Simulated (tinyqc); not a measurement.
Inside a calculation. Model: capacitance of parallel on-chip lines from Laplace's equation on a mesh.

Computed by the program tinyqc: `OMP_NUM_THREADS=1 python tinyqc.py 2790166 2790167 out.jsonl`, one thread of a shared Intel Xeon 2.30GHz, about 1 s for the whole run. Printed values are rounded.

Cross-section of an endless row of equal lines between two grounded planes; neighbours are driven in antiphase (+1 V and -1 V), so the plane midway between two lines is at 0 V. By symmetry one quarter is solved: x runs from the centre of a line (column 0, mirror) to that midplane (column 4, 0 V), y from the mid-height of the line (row 0, mirror) to the ground plane (row 3, 0 V). The line fills columns 0 to 2 and rows 0 to 1 at 1 V. Cells beside the line (below row 1) have e2, cells above have e1. Each link between nodes has the conductance g = mean permittivity of the two cells beside it (a cell beyond a mirror counts as 0), and the free nodes obey sum g (V_neighbour - V) = 0.

Parameters, values chosen for the exercise:

| symbol | value | unit | meaning |
|---|---|---|---|
| e1 | 3 |  | relative permittivity above and below the lines |
| e2 | 1 |  | relative permittivity between the lines |
| om | 1.4 |  | over-relaxation factor |

Constants: eps0 = 8.8541878128e-12 F/m. Results are converted to the units shown.

## Link conductances

gx[j, i] joins node (row j, column i) to column i + 1, gy[j, i] to row j + 1.

gx:
```
	col 0	col 1	col 2	col 3
row 0	0.5	0.5	0.5	0.5
row 1	2	2	2	2
row 2	3	3	3	3
row 3	1.5	1.5	1.5	1.5
```

gy:
```
	col 0	col 1	col 2	col 3	col 4
row 0	0.5	1	1	1	0.5
row 1	1.5	3	3	3	1.5
row 2	1.5	3	3	3	1.5
```

## Iteration 1: relaxation sweep

V at the start (V):
```
	col 0	col 1	col 2	col 3	col 4
row 0	1	1	1	0	0
row 1	1	1	1	0	0
row 2	0	0	0	0	0
row 3	0	0	0	0	0
```

One sweep visits the free nodes row by row from row 0, left to right, and replaces V by V + om (weighted mean of the neighbours - V), using new values at once.

V after sweep 1 (V):
```
	col 0	col 1	col 2	col 3	col 4
row 0	1.00000	1.00000	1.00000	0.35000	0.00000
row 1	1.00000	1.00000	1.00000	0.41125	0.00000
row 2	0.35000	0.47250	0.51538	0.32432	0.00000
row 3	0.00000	0.00000	0.00000	0.00000	0.00000
```

## Iteration 2: relaxation sweep

As before.

V after sweep 2 (V):
```
	col 0	col 1	col 2	col 3	col 4
row 0	1.00000	1.00000	1.00000	0.49788	0.00000
row 1	1.00000	1.00000	1.00000	0.44290	0.00000
row 2	0.54075	0.53064	0.44309	0.18037	0.00000
row 3	0.00000	0.00000	0.00000	0.00000	0.00000
```

## Course of the relaxation

Stop when no node changes by 1e-7 V. C = 4 eps0 sum g (difference of V along the link)^2, in aF/um.

Course of the iteration:
```
sweep	C (aF/um)	largest change (V)
1	210.553	0.515
2	201.112	0.191
3	198.838	0.0947
4	198.428	0.0515
5	198.329	0.0443
6	198.312	0.0162
7	198.310	3.38e-3
8	198.309	7.90e-4
9	198.309	3.66e-4
10	198.309	1.77e-4
11	198.309	7.58e-5
12	198.309	7.62e-5
13	198.309	2.48e-5
14	198.309	5.24e-6
15	198.309	3.55e-6
16	198.309	9.94e-7
17	198.309	3.63e-7
18	198.309	2.36e-7
19	198.309	6.74e-8
```

Converged in 19 sweeps. Over the last four sweeps the change shrinks by about 0.37 a sweep. C comes down from above, since the solution minimises the energy.

## Capacitance per length

converged V (V):
```
	col 0	col 1	col 2	col 3	col 4
row 0	1.00000	1.00000	1.00000	0.43995	0.00000
row 1	1.00000	1.00000	1.00000	0.37991	0.00000
row 2	0.48845	0.47691	0.41917	0.19977	0.00000
row 3	0.00000	0.00000	0.00000	0.00000	0.00000
```

C = 4 eps0 sum g (difference of V)^2 over all links (twice the energy of the four quarters, line at 1 V). Plate estimate without fringing: eps0 [2 e1 w/hd + 2 e2 t/(s/2)], w = 4 hx, t = 2 hx, s/2 = 2 hx, hd = 2 hx.

C = 198.309 aF/um
plate estimate = 123.959 aF/um

C depends on the shape only, not on the mesh step hx. Meshes 6, 12 and 24 times finer extrapolate (Aitken) to 178.7 aF/um; this mesh is 11 % above that, and the plate estimate is 31 % below it.
